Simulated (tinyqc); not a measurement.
Local against global planarity over time: chemical-mechanical planarisation: Preston law, pattern density and step-height reduction. Computed by tinyqc, a small Python program. Command: `OMP_NUM_THREADS=1 python tinyqc.py 3006918 3006919 out.jsonl cmp walk`. One thread of a shared host (Intel(R) Xeon(R) Processor @ 2.30GHz), about 0.01 s of CPU time with the checks.

A row of 12 cells, repeated periodically, holds raised features that cover a share rho of each cell.

Inputs (values chosen for the exercise, close to those used for oxide polishing): Preston coefficient K = 6.2e-14 1/Pa; pressure P = 38 kPa; platen and carrier speed = 80 rpm; distance between the centres = 16 cm; initial step height h0 = 890 nm; contact height h_c = 170 nm; film above the raised areas z0 = 1500 nm; cell size = 1.1 mm; planarisation length = 3 mm.

local pattern densities, cell by cell: [0.2, 0.6, 0.8, 0.2, 0.25, 0.4, 0.9, 0.8, 0.7, 0.7, 0.25, 0.4]

Method:
- With equal rotation speeds the relative speed is uniform, v = omega r_c; Preston rate R0 = K P v.
- The stiff pad averages the density: rho_eff(i) = sum_j w_ij rho_j / sum_j w_ij, w = exp(-2 d^2/L^2), L the planarisation length and d the distance between cell centres, summed over all periodic images of cell j.
- While h > h_c only raised areas polish, at R0/rho_eff, until t_c = rho_eff (h0 - h_c)/R0. After that h = h_c exp(-(t - t_c)/tau), tau = rho_eff h_c/R0; low areas polish at R0 (1 - h/h_c) and raised areas at R0 [1 + (1 - rho_eff) h/(rho_eff h_c)]. Removed from raised areas after t_c: h0 - h_c + R0 (t - t_c) + (1 - rho_eff)(h_c - h); from low areas: R0 (t - t_c) - rho_eff (h_c - h). Film left = z0 less the removal from raised areas.
- Times are multiples of h0/R0; the range is the largest minus the smallest removal from raised areas.

effective densities: [0.414508, 0.476950, 0.483739, 0.426795, 0.417320, 0.518279, 0.654335, 0.717307, 0.677830, 0.569899, 0.452267, 0.390770]

blanket rate R0 = 3.15801 nm/s

Steps and range (nm):
```
multiple   t (s)  largest step  smallest step  range across the row  mean removal from raised areas
0.10       28.18        765.92         662.24                103.68                           179.2
0.20       56.36        641.85         434.49                207.36                           358.5
0.30       84.55        517.77         206.73                311.04                           537.7
0.45      126.82        331.66          28.28                367.15                           777.0
0.60      169.09        147.23           3.79                329.93                           948.9
0.80      225.46         34.20           0.26                300.13                          1139.4
1.00      281.82          7.95           0.02                292.85                          1319.6
1.30      366.37          0.89           0.00                290.87                          1587.1
1.70      479.10          0.05           0.00                290.63                          1943.2
```

What does the comparison show, and why?

Local steps shrink to 0.048 nm or less, but the range across the row reaches up to 367.1 nm among these rows and ends at 290.6 nm, against the limit (largest - smallest rho_eff) h0 = 290.6 nm: once flat, all cells polish alike and the difference stays. Evener density (dummy fill), a longer planarisation length or a smaller initial step reduces it. Caution: in the last rows the removal passes z0 somewhere, so they describe a thicker film than the one given.

Extremes, crossings and ranges named in words are read from the listed rows.
